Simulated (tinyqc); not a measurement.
## MOSFET in saturation, small-signal circuit and noise: from weak to strong inversion

Bias by the inversion coefficient IC = I/Ispec (charge-based model with velocity saturation; weak inversion below 0.1, strong above 10). Common-source circuit: gm, gds, Cgs, Cgd and Cj at the inner nodes, Rg in series with the gate; quasi-static, no source or drain resistance, no gate-body capacitance, no substrate network, no induced gate noise, so fmax is an upper estimate.

Ispec = 2 n mu Cox (W/L) Vt^2, lc = Ls/L, gms = [sqrt((lc IC + 1)^2 + 4 IC) - 1]/[2 + lc (lc IC + 1)], gm = gms Ispec/(n Vt), gds = sg gm. qs = [sqrt(1 + 4 IC) - 1]/2, Cgs = Cox W L qs (2 qs + 3)/(3 (qs + 1)^2) + Cov W, Cgd = Cov W, Cd = Cj W, Rg = Rsh (Wf/L)/(12 Nf) + Rc/W with Nf = W/Wf fingers (not rounded) contacted at both ends. fT = gm/(2 pi (Cgs + Cgd)), fmax = fT/(2 sqrt(Rg (gds + 2 pi fT Cgd))). The last column is the figure of merit (gm/I) fT.

Values chosen for this exercise: temperature T = 400 K; gate length L = 130 nm; total gate width W = 10 um; gate capacitance Cox = 1.57 uF/cm^2; mobility mu = 160 cm^2/(V s); slope factor n = 1.4; velocity-saturation length Ls = 20 nm; ratio gds/gm sg = 0.042; overlap and fringe capacitance per side Cov = 0.3 fF/um; drain junction capacitance Cj = 0.4 fF/um; sheet resistance of the gate Rsh = 20 ohm; finger width Wf = 1 um; gate contact and vertical resistance Rc = 100 ohm um.

Constants: q = 1.602176634e-19 C, kB = 1.380649e-23 J/K, Vt = kB T/q. Results are converted to the units shown.

Results:
```
IC,I (uA),gm/I (1/V),fT (GHz),fmax (GHz),(gm/I) fT (THz/V)
0.01,0.6428,20.50,0.3384,19.13,0.006937
0.03,1.929,20.09,0.9381,31.78,0.01885
0.1,6.428,18.86,2.517,51.70,0.04748
0.3,19.29,16.45,5.199,73.35,0.08554
1,64.28,12.46,9.954,99.62,0.1240
10,642.8,5.041,29.86,168.1,0.1505
30,1929,2.728,45.79,207.0,0.1249
100,6428,1.139,61.68,239.5,0.07027
```

Estimate the missing row, IC = 3.

Computed row:
```
IC,I (uA),gm/I (1/V),fT (GHz),fmax (GHz),(gm/I) fT (THz/V)
3,192.9,8.568,17.11,128.7,0.1466
```

With this row back in the table: The efficiency gm/I falls from 20.5 to 1.14 1/V while fT rises from 0.338 to 61.7 GHz; fT goes as IC^(0.93) at the start and IC^(0.25) at the end (1/2 for a long channel, 0 at full velocity saturation, which sets in near IC = 1/lc^2 = 42.2). Their product goes from 0.00694 through a maximum of 0.151 (at IC = 10 among the rows listed) to 0.0703 THz/V. For IC = 0.01 to 30 fmax exceeds 4 fT, where channel resistance and substrate losses, left out here, would cap it.

Computed by the program tinyqc: `OMP_NUM_THREADS=1 python tinyqc.py 2150135 2150136 out.jsonl`, one thread of a shared Intel Xeon 2.30GHz, about 0.01 s for the whole run.
